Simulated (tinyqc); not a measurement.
# Donor binding, ionisation and the Mott limit: Freeze-out

Hydrogenic donor: Ry = (m0 q^3/(8 eps0^2 h^2)) me/eps_r^2 in eV, E0 = cc Ry, radius a = q/(8 pi eps0 eps_r E0), Mott density Nm = (0.26/a)^3. Below Nm the level sinks as Ed = E0 [1 - (N/Nm)^(1/3)]. Neutrality: Nc F12(eta) = N/(1 + 2 exp(eta + Ed/kB T)), F12(x) = (2/sqrt(pi)) int_0^infinity sqrt(u)/(1 + exp(u - x)) du.

Nc is given at 300 K and scales as T^1.5.

Parameters, values chosen for the exercise; band and dielectric values close to those of gallium phosphide:
```
symbol,value,unit,meaning
eps_r,11.2,,relative permittivity
me,0.304,m0,"mass in the hydrogenic formula, set independently of Nc"
Nc,1.83e19,cm^-3,conduction-band density of states at 300 K
cc,1,,ratio of the true binding energy to the hydrogenic one
N,2.1e17,cm^-3,donor density
```

Constants: q = 1.602176634e-19 C, kB = 1.380649e-23 J/K, eps0 = 8.8541878128e-12 F/m, h = 6.62607015e-34 J s, m0 = 9.1093837015e-31 kg, Vt = kB T/q. Results are converted to the units shown.

Results:
```
T (K)	eta	n (cm^-3)	ionised (%)	ln(n/T^0.75)
30	-4.403	7.052e15	3.358	33.94
45	-3.584	2.923e16	13.92	35.06
60	-3.301	5.954e16	28.35	35.55
80	-3.225	9.877e16	47.03	35.85
110	-3.346	1.414e17	67.35	35.97
150	-3.618	1.720e17	81.92	35.93
220	-4.081	1.929e17	91.86	35.76
400	-4.921	2.049e17	97.58	35.37
```

Estimate the missing row, T = 300 K.

Computed row:
```
T (K)	eta	n (cm^-3)	ionised (%)	ln(n/T^0.75)
300	-4.507	2.010e17	95.72	35.56
```

With this row back in the table: The ionised share rises from 3.36 to 97.6 %. Between the first two rows ln(n/T^0.75) has the slope -8.67 meV against q/kB T; deep freeze-out without compensation gives -Ed/2 = -9.14 meV.

Range of the model: A sharp level with degeneracy 2 overstates freeze-out near Nm, where the impurity band broadens and merges with the conduction band.

tinyqc, about 0.01 s, one thread, Intel Xeon 2.30GHz (shared host): `OMP_NUM_THREADS=1 python tinyqc.py 2330096 2330097 out.jsonl`
